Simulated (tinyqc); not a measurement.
Limits of the phonon part: Bloch-Grueneisen resistivity of a metal. Computed by tinyqc, a small Python program. Command: `OMP_NUM_THREADS=1 python tinyqc.py 3016444 3016445 out.jsonl bg walk`. One thread of a shared host (Intel(R) Xeon(R) Processor @ 2.30GHz), about 0.01 s of CPU time with the checks.

Electrons scatter from a Debye spectrum of phonons (n = 5 for scattering within one band, n = 3 for scattering into a second, heavy band) and from static defects.

Inputs (values chosen for the exercise, modelled on nickel):
```
quantity                      value            unit
exponent n                        5               -
Debye temperature Theta         408               K
transport coupling lambda_tr   0.24               -
Drude plasma energy hbar w_p    6.1              eV
residual resistivity rho_0    0.075     microohm cm
coefficient A of T^2            1.1  picoohm cm/K^2
```

Addition: T^2 term.

Constants: k_B = 1.380649e-23 J/K; hbar = 1.054571817e-34 J s; eps_0 = 8.8541878128e-12 F/m; hbar = 6.582119569e-16 eV s.

Method:
- J_n(y) = int_0^y x^n e^x/(e^x - 1)^2 dx, by 96 Gauss-Legendre points (upper limit at most 60).
- rho_ph = (n - 1) rho_1 (T/Theta)^n J_n(Theta/T), with rho_1 = 2 pi lambda_tr k_B Theta/(hbar eps_0 w_p^2), the high-temperature line at T = Theta.
- rho = rho_0 + A T^2 + rho_ph.
- Low T: (n - 1) n! zeta(n) rho_1 (T/Theta)^n. High T: rho_1 (T/Theta) [1 - (n - 1)/(12 (n + 1)) (Theta/T)^2].

Resistivities (microohm cm):
```
T (K)      rho_ph   low-T law  straight line  line with correction  total rho
12     1.1603e-04  1.1603e-04          0.312                     -      0.075
20     1.4921e-03  1.4922e-03          0.519                     -      0.077
33     1.7964e-02  1.8249e-02          0.857                     -      0.094
49     1.1100e-01  1.3172e-01          1.272                     -      0.189
82     6.9109e-01  1.7288e+00          2.129                     -      0.773
140    2.3480e+00  2.5079e+01          3.635                 1.920      2.445
200    4.1570e+00  1.4922e+02          5.192                 3.992      4.276
330    7.8794e+00  1.8249e+03          8.567                 7.840      8.074
490    1.2243e+01  1.3172e+04         12.721                12.231     12.582
820    2.0998e+01  1.7288e+05         21.288                20.995     21.813
```

The low-T law holds to 10 % up to 33 K, the straight line from 330 K on. The local exponent of rho_ph falls from 5.00 to 1.05. Phonons overtake the residual resistivity between 33.0 and 49.0 K. The T^2 term exceeds rho_ph up to 12 K among these rows.

Extremes, crossings and ranges named in words are read from the listed rows.
